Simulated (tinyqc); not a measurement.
Worked calculation: G0W0 on RHF in the sto-3g basis, for H3+, spin multiplicity 1. Computed by tinyqc, a small Python program that keeps every step (integrals from PySCF). Settings: charge = 1, multiplicity = 1, basis = sto-3g, method = RHF, energy threshold = 1e-10, iteration cap = 68, orthogonalisation = symmetric, start = core, DIIS depth = 6. Command: `OMP_NUM_THREADS=1 python tinyqc.py 31533 31534 out.jsonl` (the two numbers bound the seeds that draw the settings). One thread of a shared host (Intel(R) Xeon(R) Processor @ 2.60GHz), about 0.04 s of CPU time with the checks. The early iterations of the SCF are left out here.

## One-electron integrals

Geometry (angstrom):
```
atom         x         y          z
H     0.000000  0.000000   0.000000
H     0.000000  0.000000   0.972000
H     0.000000  0.304000  -0.923000
```

Basis sto-3g: exponents (1/bohr^2) and contraction coefficients of normalised primitives:
```
element  l (shell)  exponent  coefficient
H            s (1)  3.425251     0.154329
H            s (1)  0.623914     0.535328
H            s (1)  0.168855     0.444635
```

Overlap, kinetic and nuclear-attraction integrals over the contracted functions; the nuclear repulsion is the sum of Za Zb / Rab.

nuclear repulsion = 1.36469234 hartree

overlap S, order 1H 1s, 2H 1s, 3H 1s:
```
[[1.000000, 0.513129, 0.513265],
 [0.513129, 1.000000, 0.135919],
 [0.513265, 0.135919, 1.000000]]
```

kinetic energy T (hartree), order 1H 1s, 2H 1s, 3H 1s:
```
[[0.760032, 0.122029, 0.122118],
 [0.122029, 0.760032, -0.008920],
 [0.122118, -0.008920, 0.760032]]
```

nuclear attraction V (hartree), order 1H 1s, 2H 1s, 3H 1s:
```
[[-2.278209, -1.022513, -1.022855],
 [-1.022513, -2.027925, -0.250703],
 [-1.022855, -0.250703, -2.028031]]
```

core Hamiltonian H = T + V (hartree), order 1H 1s, 2H 1s, 3H 1s:
```
[[-1.518177, -0.900484, -0.900737],
 [-0.900484, -1.267893, -0.259623],
 [-0.900737, -0.259623, -1.267999]]
```

## Two-electron integrals

Functions are numbered as in S; the eight-fold symmetry (ij|kl) = (ji|kl) = (kl|ij) leaves the list below.

Two-electron integrals (ij|kl) in chemists' order, unique and non-zero (hartree):
```
(11|11) 0.774606   (21|11) 0.322440   (21|21) 0.169824   (22|11) 0.487257
(22|21) 0.322440   (22|22) 0.774606   (31|11) 0.322548   (31|21) 0.125898
(31|22) 0.185364   (31|31) 0.169924   (32|11) 0.080670   (32|21) 0.037575
(32|22) 0.065031   (32|31) 0.037585   (32|32) 0.009655   (33|11) 0.487332
(33|21) 0.185328   (33|22) 0.274469   (33|31) 0.322548   (33|32) 0.065031
(33|33) 0.774606
```

## Orthogonalisation

S = U s U^T; symmetric (Loewdin) form X = U s^(-1/2) U^T, so that X^T S X = 1.

eigenvalues of S: [0.339014, 0.864081, 1.796905]

X, order 1H 1s, 2H 1s, 3H 1s:
```
[[1.277023, -0.341918, -0.342030],
 [-0.341918, 1.131074, 0.055337],
 [-0.342030, 0.055337, 1.131157]]
```

## Iteration 5 (converged): orbitals

converged F (hartree), order 1H 1s, 2H 1s, 3H 1s:
```
[[-0.811663, -0.662557, -0.662712],
 [-0.662557, -0.574305, -0.289531],
 [-0.662712, -0.289531, -0.574374]]
```

Diagonalise F' = X^T F X, C = X C', fill 1 alpha and 1 beta electrons from the bottom; D = 2 C_occ C_occ^T. Each column has its largest component positive (the first on a tie).

F' = X^T F X (hartree):
```
[[-0.368190, -0.453931, -0.454063],
 [-0.453931, -0.330071, -0.000430],
 [-0.454063, -0.000430, -0.330004]]
```

orbital energies (hartree): [-0.991654, -0.329608, 0.292997]

coefficients C, order 1H 1s, 2H 1s, 3H 1s:
```
[[0.579237, -0.000059, 1.236594],
 [0.339084, 0.760803, -0.839939],
 [0.339145, -0.760576, -0.840277]]
```

D after iteration 5, order 1H 1s, 2H 1s, 3H 1s:
```
[[0.671032, 0.392821, 0.392891],
 [0.392821, 0.229956, 0.229998],
 [0.392891, 0.229998, 0.230039]]
```

## Convergence

Stop when the energy changes by less than 1e-10 hartree and every element of the error matrix X^T (F D S - S D F) X is below 3e-06.

Course of the cycle:
```
iteration  E (hartree)     change  largest element of the error matrix
1          -1.16721847          -                             1.74e-01
2          -1.19474242  -2.75e-02                             2.47e-02
3          -1.19529238  -5.50e-04                             5.88e-05
4          -1.19529239  -3.10e-09                             2.33e-06
5          -1.19529239  -4.84e-12                             5.20e-09
```

PySCF RHF in the same basis = -1.19529239 hartree

Converged in 5 iterations.

## Integrals over molecular orbitals

(pq|rs) = sum C_ip C_jq C_kr C_ls (ij|kl), one index at a time.

one-electron integrals over orbitals h = C^T H C (hartree):
```
[[-1.568331, 0.000038, -0.095878],
 [0.000038, -1.166931, -0.000029],
 [-0.095878, -0.000029, -0.735325]]
```

Two-electron integrals over orbitals (pq|rs), unique and non-zero (hartree):
```
(11|11) 0.576676    (21|11) -0.000038   (21|21) 0.145992    (22|11) 0.491658
(22|21) 0.000055    (22|22) 0.541269    (31|11) 0.095878    (31|21) 0.000013
(31|22) -0.036135   (31|31) 0.134681    (32|11) 0.000021    (32|21) -0.139122
(32|22) -0.000057   (32|31) -0.000031   (32|32) 0.156554    (33|11) 0.581502
(33|21) -0.000056   (33|22) 0.520305    (33|31) 0.084836    (33|32) 0.000044
(33|33) 0.622200
```

## Screening: direct RPA

With D = e_a - e_i and K = (ia|jb): diagonalise D^(1/2) (D + 4K) D^(1/2) = Z w^2 Z^T; X + Y = D^(1/2) Z w^(-1/2), each column of Z with its largest component positive (the first on a tie); E_c = (sum w - tr (D + 2K)) / 2.

D^(1/2) (D + 4K) D^(1/2) (hartree^2), order 1>2, 1>3:
```
[[0.824919, 0.000048],
 [0.000048, 2.342401]]
```

excitation energies w (hartree): [0.908251, 1.530491]

X + Y, order 1>2, 1>3:
```
[[0.853771, 0.000021],
 [-0.000038, 0.916173]]
```

RPA correlation energy = -0.03465129 hartree

## G0W0 on Hartree-Fock: HOMO

W(p,q,m) = sqrt2 sum_ia (pq|ia) (X+Y)_ia,m; Sigma_c(x) = sum_(i,m) W^2/(x - e_i + w_m) + sum_(a,m) W^2/(x - e_a - w_m); solve x = e_p + Sigma_c(x) by Newton steps; Z = 1/(1 - dSigma/dx); 1 hartree = 27.211386 eV.

The 12 largest terms at x = e_p (hartree; W for the signs of X + Y given):
```
q  m          W       term
2  1   0.176273  -0.019787
3  2   0.174501  -0.010817
1  2   0.124225   0.010083
1  1  -0.000051   2.87e-09
2  2   0.000021  -2.05e-10
3  1   0.000009  -3.35e-11
```

Newton steps (hartree):
```
step          x  Sigma_c(x)         Z
0     -0.991654   -0.020521  0.977487
1     -1.011713   -0.020061  0.977672
2     -1.011715   -0.020061  0.977672
```

quasiparticle energy of the HOMO = -27.530179 eV

Hartree-Fock value = -26.984286 eV

## G0W0 on Hartree-Fock: LUMO

As before.

The 12 largest terms at x = e_p (hartree; W for the signs of X + Y given):
```
q  m          W       term
1  1   0.176273   0.019787
3  1  -0.167978  -0.018432
2  2  -0.046819  -0.001432
2  1   0.000068  -5.10e-09
3  2  -0.000045  -9.21e-10
1  2   0.000021   2.05e-10
```

Newton steps (hartree):
```
step          x  Sigma_c(x)         Z
0     -0.329608   -0.000077  0.975061
1     -0.329683   -0.000075  0.975061
```

quasiparticle energy of the LUMO = -8.971132 eV

Hartree-Fock value = -8.969094 eV
